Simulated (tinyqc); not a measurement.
Floating body of a partially depleted SOI transistor: body voltage and kink: two steps of the calculation.

Source at 0 V. Channel current Ic = 2 nf K Vt^2 [F(0) - F(Vd)](1 + la Vd), F(V) = ln^2(1 + exp((Vg - VT - nf V)/(2 nf Vt))), VT = VT0 - gb Vb. Saturation voltage Vs = 2 Vt sqrt(F(0)) + 3 Vt, excess Ve = (Vd - Vs + sqrt((Vd - Vs)^2 + 0.0004 V^2))/2, multiplication M1 = Ai Ve exp(-Bl/Ve). Each junction passes D(v) = J1 (exp(v/Vt) - 1) + J2 (exp(v/(2 Vt)) - 1). Bipolar current Ib = bb J1 (exp(Vb/Vt) - 1). The body settles where M1 (Ic + Ib) = D(Vb) + D(Vb - Vd) + Vb/Rb; drain current Id = (1 + M1)(Ic + Ib) - D(Vb - Vd).

Inputs (values chosen for the exercise); values of the order met in partially depleted silicon-on-insulator transistors:
```
symbol    value         unit                                                                                            meaning
T           300            K                                                                                        temperature
VT0         0.5            V                                                                     threshold at zero body voltage
gb         0.34                                                                  fall of the threshold per volt of body voltage
nf         1.16                                                                                                    slope factor
K           200  uA/(V^2 um)                                                                              gain factor per width
la         0.09          1/V                                                                   channel-length modulation factor
Ai         1.76          1/V                                                                        impact-ionisation prefactor
Bl          5.1            V                                                                          impact-ionisation voltage
J1      3.4e-12        uA/um                                                      diffusion saturation current of each junction
J2       4.1e-8        uA/um                                                  recombination saturation current of each junction
bb            0                                                 gain of the lateral bipolar transistor on the diffusion current
Rb          1e9      kohm um  resistance of a weak body tie to the source (1e9 stands for no tie, and the term is then dropped)
Vg         0.58            V                                                                                       gate voltage
Vd          1.8            V                                                                                      drain voltage
```

Constants: q = 1.602176634e-19 C, kB = 1.380649e-23 J/K, Vt = kB T/q. Results are converted to the units shown.

Task 1. New Vb. Current into the body I_in = M1 (Ic + Ib) - D(Vb - Vd), current out I_out = D(Vb) + Vb/Rb; f = ln(I_in/I_out), s = df/dVb by central differences over 1e-5 V, Vb(new) = Vb - f/s.

Vb after iteration 1 = 0.67717775 V

Give: Ic; Ve; M1; I_in; I_out; f; s; Vb after iteration 2.

Result 1.

Ic = 9.6626 uA/um
Ve = 1.4548 V
M1 = 0.076878
I_in = 0.74284 uA/um
I_out = 0.82828 uA/um
f = -0.10887
s = -36.940 1/V
Vb after iteration 2 = 0.67423 V

Task 2. Drain current with floating and with grounded body. Id and VT at the converged Vb, Id at Vb = 0, their ratio, and the bipolar share Ib/(Ic + Ib).

converged Vb = 0.67422921 V

Give: VT; Id, floating; Id, grounded; ratio; bipolar share.

Result 2.

VT = 0.2708 V
Id, floating = 10.34 uA/um
Id, grounded = 1.000 uA/um
ratio = 10.34
bipolar share = 0.000 %

The body rises to 0.674 V and lowers the threshold by 229 mV.

Range of the model: The multiplication law is an empirical form chosen for the exercise; self-heating and capacitive coupling to the body are left out, and the linear laws are rough once Vb passes about 0.7 V or M1 about 0.1.

Numbers from tinyqc (`OMP_NUM_THREADS=1 python tinyqc.py 2182081 2182082 out.jsonl`; about 0.2 s on one thread of a shared Intel Xeon 2.30GHz).
